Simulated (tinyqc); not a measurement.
# Potential step from the flux

Question. On one interval J = (q mu Vt/hx) [nb B(d) - na B(-d)], B(d) = d/(exp(d) - 1), d = (psi_b - psi_a)/Vt. Find psi_b - psi_a, and the step at which J would vanish.

Inputs (values chosen for the exercise): temperature T = 300 K; electron mobility mu = 1350 cm^2/(V s); density at the left node na = 2.8e13 cm^-3; density at the right node nb = 8.8e14 cm^-3; node spacing hx = 36 nm.

Constants: q = 1.602176634e-19 C, kB = 1.380649e-23 J/K, Vt = kB T/q. Results are converted to the units shown.

J = 3203.0160 A/cm^2

Answer. B(d) falls and B(-d) rises with d, so J falls steadily with the step and one value matches. J = 0 needs nb/na = exp(d), the Boltzmann ratio.

psi_b - psi_a = -0.05300 V
step for J = 0 = 0.08913 V

Program tinyqc, `OMP_NUM_THREADS=1 python tinyqc.py 2220116 2220117 out.jsonl`; Intel Xeon 2.30GHz, shared host, one thread, about 0.01 s.
